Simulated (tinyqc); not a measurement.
Energy and delay of logic against supply voltage: two steps of the calculation.

One expression serves below and above threshold: I(Vg) = Ik [ln(1 + exp((Vg - VT + dd V)/(al nf Vt)))]^al, with I_on = I(V) and I_off = I(0). Gate delay td = kd C V/I_on, clock period LD td. Per gate and cycle the switching energy is act C V^2 and the leakage energy I_off V LD td. No short-circuit current, no variation. Minima are sought above 0.09 V; below a few Vt gates no longer switch and the model has no meaning.

Values chosen for this exercise; values of the order met in logic technologies:
```
symbol  value  unit                               meaning
T         330     K                           temperature
VT       0.35     V  threshold voltage at zero drain bias
nf       1.28                                slope factor
dd       0.12         barrier lowering per volt of supply
Ik        1.4    uA            specific current of a gate
al       1.32                 exponent of the current law
C         3.4    fF            load capacitance of a gate
kd        0.7                                delay factor
LD         30                                 logic depth
act       0.3                             activity factor
V        0.63     V                        supply voltage
```

Constants: q = 1.602176634e-19 C, kB = 1.380649e-23 J/K, Vt = kB T/q. Results are converted to the units shown.

Task 1. Currents, delay and energies. I_on, I_off, td, clock frequency 1/(LD td), both energies and their sum.

Wanted: I_on; I_off; td; clock frequency; switching energy; leakage energy; energy.

Result 1.

I_on = 19.663 uA
I_off = 0.74342 nA
td = 76.257 ps
clock frequency = 0.43712 GHz
switching energy = 404.84 aJ
leakage energy = 1.0715 aJ
energy = 405.91 aJ

I_on/I_off = 26400; leakage makes up 0.264 % of the energy.

Task 2. New V. Minimum-energy supply: E(V) is the energy per gate and cycle; with h = 0.001 V, E' = (E(V + h) - E(V - h))/(2 h), E'' = (E(V - h) - 2 E(V) + E(V + h))/h^2, V(new) = V - E'/E''.

V after iteration 1 = 0.15893737 V

Give: E'; E''; V after iteration 2.

Result 2.

E' = -13.01 aJ/V
E'' = 5298 aJ/V^2
V after iteration 2 = 0.1614 V

Program tinyqc, `OMP_NUM_THREADS=1 python tinyqc.py 2082174 2082175 out.jsonl`; Intel Xeon 2.30GHz, shared host, one thread, about 0.01 s.
